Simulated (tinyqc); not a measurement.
Three structures under pressure: Born-Mayer model of an ionic crystal AB. Computed by tinyqc, a small Python program. Command: `OMP_NUM_THREADS=1 python tinyqc.py 3022758 3022759 out.jsonl bornmayer walk`. One thread of a shared host (Intel(R) Xeon(R) Processor @ 2.30GHz), about 0.01 s of CPU time with the checks.

Energies are per ion pair and r is the nearest distance of unlike ions.

Inputs (values chosen for the exercise, for a model salt): ionic charge z = 1; unlike repulsion lambda = 5900 eV; range rho = 0.287 angstrom.

Structure: zinc blende. Short range: nearest neighbours only.

Constants: e^2/(4 pi eps_0) = 14.39964548 eV angstrom; 1 eV/angstrom^3 = 160.2176634 GPa.

Method:
- Madelung constant M, unlike neighbours z1, like neighbours z2 at f r, volume per pair: rock salt 1.747565, 6, 12, sqrt2, 2 r^3; caesium chloride 1.762675, 8, 6, 2/sqrt3, 8 r^3/(3 sqrt3); zinc blende 1.638055, 4, 12, sqrt(8/3), 16 r^3/(3 sqrt3).
- U(r) = -M z^2 e^2/(4 pi eps_0 r) + z1 lambda exp(-r/rho).
- With the volume written as c r^3, under pressure take the root at the minimum of the enthalpy and solve U'(r) + 3 c r^2 P = 0; H = U + P V; B = (U'' - 2 U'/r)/(9 c r).

Enthalpy (eV per pair):
```
P (GPa)  rock salt  caesium chloride  zinc blende
0           -7.397            -7.254       -7.186
2           -6.693            -6.655       -6.239
5           -5.715            -5.814       -4.955
10          -4.217            -4.517       -3.025
20          -1.521            -2.160        0.390
40           3.213             2.013        6.287
70           9.421             7.530       13.911
100         15.000            12.515       20.693
```

volumes at zero pressure (angstrom^3): rock salt 58.747, caesium chloride 49.673, zinc blende 80.242

What follows from these numbers?

At zero pressure the order is rock salt < caesium chloride < zinc blende. Between 2 and 5 GPa the lowest enthalpy passes from rock salt to caesium chloride. Pressure favours the denser structure, through P V. The Madelung constants, the number of repulsive contacts and the volumes (58.7, 49.7, 80.2 angstrom^3 at P = 0) all matter. Caution: rigid ions with fixed charges leave out polarisation and covalency, so such models often misplace transition pressures.

Extremes, crossings and ranges named in words are read from the listed rows.
